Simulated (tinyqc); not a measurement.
Solid solubility of a dopant against its melt (retrograde solidus), clustering and the electrically active fraction: one step, computed by the program tinyqc.

Problem. Liquidus and solidus at T. x_l and x_s are atom fractions of the dopant in melt and solid; the solid is dilute. Liquidus of the host: R T ln(1 - x_l) + L x_l^2 = -H_f (1 - T/T_m). Distribution: k = x_s/x_l = exp[L (1 - x_l)^2/(R T)] exp(S/k_B - H/(k_B T)), the first factor being the activity coefficient in the melt. Solubility = x_s N0; at T_m x_l = 0.

Inputs (values chosen for the exercise, of the order of those of copper in silicon for the solubility):

| quantity | value | unit |
|---|---|---|
| melting point of the host T_m | 1687 | K |
| heat of melting of the host H_f | 50.2 | kJ/mol |
| interaction L of the melt | -11 | kJ/mol |
| enthalpy of transfer from melt to solid H | 1.34 | eV |
| entropy of transfer S | 2.35 | k_B |
| site density N0 | 5e+22 | 1/cm^3 |
| temperature T | 1505 | K |

Constants: R = 8.314462618 J/(mol K); k_B = 8.617333262e-05 eV/K.

Give: x_l; distribution coefficient k; x_s; solubility; k at the melting point.

Solution.

x_l = 0.2985

distribution coefficient k = 2.215e-04

x_s = 6.612e-05

solubility = 3.306e+18 1/cm^3

k at the melting point = 4.752e-04

k has changed by a factor 0.47 from its value at T_m, while x_l has grown from 0 to 0.298.
